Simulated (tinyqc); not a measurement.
# Worked calculation: lossy on-chip transmission line with skin effect

Program tinyqc, `OMP_NUM_THREADS=1 python tinyqc.py 2810137 2810138 out.jsonl`; Intel Xeon 2.30GHz, shared host, one thread, about 0.01 s. Printed values are rounded.

A uniform line in a homogeneous dielectric: c = sqrt(er)/(c0 Z0), l = Z0 sqrt(er)/c0 (c0 = 299792458 m/s), g = w c td, w = 2 pi f. The resistance joins its limits as r = sqrt(r_dc^2 + r_hf^2), with r_dc = rho/(wd th), r_hf = kr rho/(2 delta (wd + th)), delta = sqrt(rho/(pi f mu0)), mu0 = 4 pi 1e-7 H/m; this is an interpolation, and internal inductance, up to 0.05 nH/mm at low frequency, is neglected.

Parameters, values chosen for the exercise:
- wd = 3.8 um (width of the strip)
- th = 0.6 um (thickness of the strip)
- rho = 2.2 uohm cm (resistivity)
- er = 3.9 (relative permittivity)
- td = 0 (loss tangent)
- Z0 = 35 ohm (lossless impedance sqrt(l/c))
- kr = 1.2 (factor for crowding and the return path)
- len = 1.7 mm (length)
- Rg = 25 ohm (source resistance)
- RL = 1000 ohm (load resistance)
- CL = 100 fF (load capacitance)
- f = 29 GHz (frequency)

## Line constants

delta, r_dc, r_hf, r, l, c and g as defined.

delta = 0.438362 um
r_dc = 9.64912 ohm/mm
r_hf = 6.84367 ohm/mm
r = 11.8297 ohm/mm
l = 0.230558 nH/mm
c = 188.210 pF/m
g = 0 S/m

r is 1.23 times r_dc; the skin depth is 0.731 of the thickness.

## Propagation constant and impedance

gamma = sqrt((r + i w l)(g + i w c)) = alpha + i beta, Zc = sqrt((r + i w l)/(g + i w c)), roots with positive real part; loss 8.685889638 alpha in dB; phase velocity w/beta.

gamma len = 0.28454+2.06025i
Zc = 35.3386-4.8806i ohm
loss = 1.45381 dB/mm
phase velocity over c0 = 0.501517
r/(w l) = 0.281589

r is below w l; the low-loss estimate 8.686 (r/(2 Z0) + g Z0/2) gives 1.47 dB/mm.

## Reflection, input impedance and transfer

ZL = 1/(1/RL + i w CL); reflection (ZL - Zc)/(ZL + Zc); Zin = Zc (ZL + Zc tanh(gamma len))/(Zc + ZL tanh(gamma len)); H = V_load/V_source = [Zin/(Zin + Rg)]/[cosh(gamma len) + (Zc/ZL) sinh(gamma len)].

ZL = 3.0029-54.7162i ohm
reflection at the load = 0.344543-0.764237i
Zin = 43.2089+34.1011i ohm
H = -0.573755-0.282140i
|H| = -3.88491 dB
